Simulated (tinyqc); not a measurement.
Off-state leakage of single and stacked transistors: one step of the calculation.

n-channel devices of unit width. Subthreshold current I(Vg, Vs, Vd) = I0 (T/300 K)^0.5 exp[(Vg - Vs - VT(T) - gb (Vs - Vb) + dd (Vd - Vs))/(nf Vt)] (1 - exp(-(Vd - Vs)/Vt)), VT(T) = VT - cT (T - 300 K). Gate-edge tunnelling Ig (Vd/1 V) exp(ag (Vd - 1 V)), for a gate at 0 V, and band-to-band leakage Ab u exp(-Bb/u), u = Vd - Vb + 1 V, flow at a drain held at V; both are taken as independent of T. In a stack of off transistors (all gates at 0 V) the same subthreshold current passes through each.

Question. New Vx. Stack of two, Vx the node between them: I_low = I(0, 0, Vx), I_up = I(0, Vx, V), f = ln(I_up/I_low), f' = -(1 + gb + 2 dd)/(nf Vt) - 1/(Vt (exp(Vx/Vt) - 1)) - 1/(Vt (exp((V - Vx)/Vt) - 1)), Vx(new) = Vx - f/f'.

Inputs (values chosen for the exercise); values of the order met in bulk silicon logic transistors:
```
symbol  value   unit                                             meaning
T         300      K                                         temperature
V           1      V                                      supply voltage
VT       0.33      V        threshold at 300 K, zero drain and body bias
cT        0.6   mV/K              fall of the threshold with temperature
I0       0.38  uA/um                       current at threshold at 300 K
nf       1.18                                               slope factor
dd       0.12                            drain-induced lowering per volt
gb       0.14         rise of the threshold per volt of source-body bias
Vb          0      V                                        body voltage
```

Constants: q = 1.602176634e-19 C, kB = 1.380649e-23 J/K, Vt = kB T/q. Results are converted to the units shown.

Vx at the start = 0.087 V

Give: I_low; I_up; f; f'; Vx after iteration 1.

Answer.

I_low = 0.010353 nA/um
I_up = 0.010702 nA/um
f = 0.033195
f' = -46.622 1/V
Vx after iteration 1 = 0.087712 V

Program tinyqc, `OMP_NUM_THREADS=1 python tinyqc.py 2242074 2242075 out.jsonl`; Intel Xeon 2.30GHz, shared host, one thread, about 0.03 s.
